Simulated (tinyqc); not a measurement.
# Stacked nanosheet transistor, parasitic resistance, capacitance and delay: several studies

Ns sheets share one contact on top; each has perimeter p = 2 (Ws + ts) and cross-section A = Ws ts; contact width Wc = Ws + 10 nm, stack height Hs = Ns pv. Sheet 1 is the top one. Contact length Lc = CPP - Lg - 2 Lsp, shared by two neighbouring gates. Source and drain sides are equal. The formulas are first-order estimates, not field solutions.

Inputs (values chosen for the exercise); values close to those of silicon logic devices: temperature T = 300 K; number of sheets Ns = 3; sheet width Ws = 15 nm; sheet thickness ts = 5 nm; vertical pitch of the sheets pv = 12 nm; vertical resistance between sheet levels rv = 111 ohm; contacted gate pitch CPP = 60 nm; gate length Lg = 14 nm; spacer length Lsp = 8 nm; relative permittivity of the spacer ks = 4; gate height above the channel stack Hc = 20 nm; contact resistivity rc = 1.6e-9 ohm cm^2; resistivity of the source-drain epitaxy re = 0.0004 ohm cm; current-carrying depth of the epitaxy te = 30 nm; resistivity of the extension rx = 0.00072 ohm cm; gate overlap Lov = 1.5 nm; inversion capacitance Cinv = 2.9 uF/cm^2; injection velocity vx = 1.4e7 cm/s; apparent mobility mu = 200 cm^2/(V s); threshold at zero drain voltage VT = 0.26 V; barrier lowering dl = 0.037 V/V; subthreshold factor n = 1.09; wire load Cw = 0.3 fF; supply voltage Vdd = 0.75 V.

Constants: q = 1.602176634e-19 C, kB = 1.380649e-23 J/K, eps0 = 8.8541878128e-12 F/m, Vt = kB T/q. Results are converted to the units shown.

Each table varies one quantity; the others keep the values above.

## Effect of the spacer length

Epitaxy sheet resistance Rsh = re/te, transfer length LT = sqrt(rc/Rsh), contact Rc = [sqrt(rc Rsh)/Wc] coth(Lc/(2 LT)); extension of one sheet Rx = rx Lsp/A. With N sheets: gate Cg = Cinv p N Lg; per side, plate Cp = ks eps0 [Wc (Hs + Hc) - N A]/Lsp, top fringe Cf = (2/pi) ks eps0 Wc ln(1 + Lg/(2 Lsp)), overlap Co = Cinv p N Lov. One sheet: I = p Q vx u/(1 + |u|^1.8)^(1/1.8), Q = Cinv n Vt ln(1 + exp((Vg' - VT + dl Vd')/(n Vt))), u = Vd' mu/(vx Lg), Vg' = Vgs - v, Vd' = Vds - 2 v, with the drop on each side v_j = Rc sum I + rv (sum over levels k = 2..j of the current of sheets k..Ns) + Rx I_j. Ieff = [I(Vgs = Vdd, Vds = Vdd/2) + I(Vdd/2, Vdd)]/2, total currents. With Cs = Cp + Cf + Co, the load of an inverter of two such devices driving an equal one is CL = 2 (Cg + 2 Cs) + 4 Cs + Cw (own drains counted twice for the Miller effect); delay CL Vdd/(2 Ieff).

Effect of the spacer length:
```
Lsp (nm),Rc (ohm),Rx/N (ohm),Ieff (uA),CL (aF),delay (ps)
2,341.2,64.00,116.7,612.4,1.968
3,354.8,96.00,113.8,555.6,1.830
4,370.0,128.0,111.0,527.0,1.781
5,387.0,160.0,108.0,509.7,1.769
6,406.2,192.0,105.1,498.2,1.778
8,453.0,256.0,99.00,483.6,1.832
10,515.2,320.0,92.59,474.9,1.923
12,601.2,384.0,85.70,469.0,2.052
```

As Lsp goes from 2 to 12 nm, Ieff falls from 117 to 85.7 uA, CL falls from 612 to 469 aF and the delay goes from 1.97 through a minimum of 1.77 (at Lsp = 5 nm among the rows listed) to 2.05 ps. A thin spacer costs capacitance, a thick one resistance and contact length, hence the minimum. For Lsp = 2 to 3 nm the spacer is under 3.5 nm, where leakage and breakdown between gate and contact would forbid it.

## Effect of the supply voltage

Same model as above.

The same in every row: Rc (ohm) = 453.0; Rx/N (ohm) = 256.0; CL (aF) = 483.6.

Effect of the supply voltage:
```
Vdd (V),Ieff (uA),delay (ps)
0.45,31.26,3.482
0.55,51.66,2.574
0.65,74.79,2.102
0.75,99.00,1.832
0.85,123.6,1.663
0.95,148.3,1.549
```

What does the table show?

As Vdd goes from 0.45 to 0.95 V, Ieff rises from 31.3 to 148 uA, CL stays at 484 aF and the delay falls from 3.48 to 1.55 ps.

## Effect of the number of sheets

Same model as above.

The same in every row: Rc (ohm) = 453.0.

Results:
```
Ns,Rx/N (ohm),Ieff (uA),CL (aF),delay (ps)
1,768.0,40.18,374.9,3.499
2,384.0,73.27,429.3,2.197
3,256.0,99.00,483.6,1.832
5,153.6,130.9,592.4,1.697
6,128.0,139.9,646.8,1.734
```

Estimate the missing row, Ns = 4.

Computed row:
```
Ns,Rx/N (ohm),Ieff (uA),CL (aF),delay (ps)
4,192.0,117.8,538.0,1.713
```

With this row back in the table: As Ns goes from 1 to 6, Ieff rises from 40.2 to 140 uA, CL rises from 375 to 647 aF and the delay goes from 3.50 through a minimum of 1.70 (at Ns = 5 among the rows listed) to 1.73 ps. From the first row to the last Ieff grows by a factor of 3.48 and CL by 1.73; the first step changes the delay by -37 %, the last by 2.2 %.

Numbers from tinyqc (`OMP_NUM_THREADS=1 python tinyqc.py 2170135 2170136 out.jsonl`; about 0.1 s on one thread of a shared Intel Xeon 2.30GHz).
